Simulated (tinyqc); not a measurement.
Worked calculation: RHF in the sto-3g basis, for B+, spin multiplicity 1. This run ends on a higher stationary point, not on the lowest solution. One step of it, computed by the program tinyqc.

Problem. Iteration 2: DIIS coefficients. Solve [B -1; -1 0][c; lambda] = [0; -1] for the coefficients, which sum to one.

B (overlaps of the stored error matrices):
$$\begin{pmatrix}
8.4537084e-02 & 2.9714671e-02 \\
2.9714671e-02 & 1.0444667e-02
\end{pmatrix}$$

Give: DIIS coefficients.

Solution.

DIIS coefficients: [-0.542, 1.542]
